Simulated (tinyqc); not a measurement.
Carrier lifetime of a p-type layer with SRH, radiative, Auger and surface recombination: one step of the calculation.

Uniform excess density dn = dp (no trapping), n = n0 + dn, p = p0 + dn, Boltzmann statistics, full ionisation. Surfaces enter as a rate 2 S dn/d, which holds while diffusion to them is fast.

Problem. Lifetime, shares and quasi-Fermi splitting. With e = n p - ni^2 = dn (n0 + p0 + dn): U_SRH = e/(tp0 (n + n1) + tn0 (p + p1)), U_rad = B e, U_Aug = (Cn n + Cp p) e, U_s = 2 S dn/d. tau = dn/U, shares of U, splitting Vt ln(n p/ni^2), radiative efficiency U_rad/U.

Values chosen for this exercise; band and dielectric values close to those of 4H silicon carbide: temperature T = 350 K; radiative coefficient B = 1.48e-12 cm^3/s; Auger coefficient (two electrons) Cn = 2.9e-31 cm^6/s; Auger coefficient (two holes) Cp = 1.6e-31 cm^6/s; surface recombination velocity (both faces) S = 6 cm/s; sample thickness d = 20 um.

Constants: q = 1.602176634e-19 C, kB = 1.380649e-23 J/K, Vt = kB T/q. Results are converted to the units shown.

converged dn = 1.7111912e13 cm^-3
ni = 3.8367010e-5 cm^-3
n0 = 4.7484758e-25 cm^-3
p0 = 3.1e15 cm^-3
n1 = 6.7130385e8 cm^-3
p1 = 2.1927887e-18 cm^-3
tn0 = 5.4824561e-7 s
tp0 = 1.2183236e-5 s

Give: tau; shares; quasi-Fermi splitting.

Solution.

tau = 6.111e-7 s
shares (%): SRH 99.35, radiative 0.28, Auger 0.00, surface 0.37
quasi-Fermi splitting = 2.608 V

SRH recombination takes the largest share. dn is 0.0055 times the doping: low injection.

Numbers from tinyqc (`OMP_NUM_THREADS=1 python tinyqc.py 2300017 2300018 out.jsonl`; about 0.01 s on one thread of a shared Intel Xeon 2.30GHz).
